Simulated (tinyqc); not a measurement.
Quantum point contact as a saddle point: two steps of the calculation.

Potential V0 - m wx^2 x^2/2 + m wy^2 y^2/2; energies are counted from V0. Mode n = 0, 1, ... transmits T_n(E) = 1/(1 + exp(-2 pi (E - E_n)/wx)), E_n = wy (n + 1/2); each mode carries 2 q^2/h.

Parameters, values chosen for the exercise:

| symbol | value | unit | meaning |
|---|---|---|---|
| T | 1 | K | temperature |
| wy | 5.6 | meV | transverse quantum hbar wy |
| wx | 2 | meV | curvature of the barrier hbar wx |
| mu | 12.29 | meV | Fermi level above the saddle point |
| nE | 13 |  | points of the energy grid |
| xm | 6 |  | half-range of the grid in kB T |

Constants: q = 1.602176634e-19 C, kB = 1.380649e-23 J/K, h = 6.62607015e-34 J s, Vt = kB T/q. Results are converted to the units shown.

Task 1. Transmissions at the Fermi level. At zero temperature g = G/(2 q^2/h) = sum T_n(mu); Fano factor sum T_n (1 - T_n)/sum T_n. Modes beyond those listed are in the sums but add less than 1e-4 to g.

Wanted: E_n; T_n; g; G; Fano factor.

Result 1.

E_n, mode 0 to 3 (meV): [2.800, 8.400, 14.000, 19.600]
T_n, mode 0 to 3: [1.0000, 1.0000, 0.0046, 0.0000]
g = 2.0046
G = 155.32 uS
Fano factor = 0.002298

Task 2. Thermal average on a coarse grid. g(T) = int g(E) (-df/dE) dE = int g(mu + x kB T) dx/(4 cosh^2(x/2)), g(E) the zero-temperature value at E, g = G/(2 q^2/h). Simpson's rule on nE equally spaced x from -xm to xm.

Find: x; E; g(E); weight; integral of the weight; g(T); g(T) divided by the integral of the weight.

Result 2.

x, point 0 to 12: [-6.000, -5.000, -4.000, -3.000, -2.000, -1.000, 0.000, 1.000, 2.000, 3.000, 4.000, 5.000, 6.000]
E, point 0 to 12 (meV): [11.77, 11.86, 11.95, 12.03, 12.12, 12.20, 12.29, 12.38, 12.46, 12.55, 12.63, 12.72, 12.81]
g(E), point 0 to 12: [2.001, 2.001, 2.002, 2.002, 2.003, 2.004, 2.005, 2.006, 2.008, 2.010, 2.014, 2.018, 2.023]
weight, point 0 to 12: [0.0025, 0.0066, 0.0177, 0.0452, 0.1050, 0.1966, 0.2500, 0.1966, 0.1050, 0.0452, 0.0177, 0.0066, 0.0025]
integral of the weight = 0.9944
g(T) = 1.994
g(T) divided by the integral of the weight = 2.005

Program tinyqc, `OMP_NUM_THREADS=1 python tinyqc.py 2740101 2740102 out.jsonl`; Intel Xeon 2.30GHz, shared host, one thread, about 0.04 s.
